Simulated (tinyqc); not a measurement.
# Pinning of the barrier by interface states

Cowley-Sze model with the space charge neglected: phiB = S (phiM - chi) + (1 - S)(Eg - phi0), S = 1/(1 + q Dit dl/(eps0 ei)), dl in cm.

Parameters, values chosen for the exercise; band and dielectric values close to those of cadmium telluride:

| symbol | value | unit | meaning |
|---|---|---|---|
| Eg | 1.5 | eV | band gap |
| chi | 4.37 | eV | electron affinity |
| dl | 0.3 | nm | thickness of the interfacial layer |
| ei | 1 |  | relative permittivity of the interfacial layer |
| phi0 | 0.56 | eV | neutral level above the valence band |
| phiM | 5.25 | eV | metal work function |

Constants: q = 1.602176634e-19 C, eps0 = 8.8541878128e-14 F/cm where lengths are in cm. Results are converted to the units shown.

Results:
```
Dit (cm^-2 eV^-1)        S  phiB (eV)  change of phiB for 0.5 eV more work function (eV)
1e11                0.9946     0.8803                                             0.4973
3e11                0.9840     0.8810                                             0.4920
1e12                0.9485     0.8831                                             0.4743
3e12                0.8600     0.8884                                             0.4300
1e13                0.6481     0.9011                                             0.3241
3e13                0.3804     0.9172                                             0.1902
1e14                0.1556     0.9307                                            0.07778
1e15               0.01809     0.9389                                           0.009044
```

Estimate the missing row, Dit = 3e14 cm^-2 eV^-1.

Computed row:
```
Dit (cm^-2 eV^-1)        S  phiB (eV)  change of phiB for 0.5 eV more work function (eV)
3e14               0.05785     0.9365                                            0.02893
```

With this row back in the table: S falls from 0.995 to 0.0181, passing 1/2 at Dit = eps0 ei/(q dl) = 1.84e13 cm^-2 eV^-1. The barrier rises from 0.880 to 0.939 eV, from near the Schottky-Mott value phiM - chi = 0.880 eV towards the pinned value Eg - phi0 = 0.940 eV.

Numbers from tinyqc (`OMP_NUM_THREADS=1 python tinyqc.py 2020168 2020169 out.jsonl`; about 0.1 s on one thread of a shared Intel Xeon 2.30GHz).
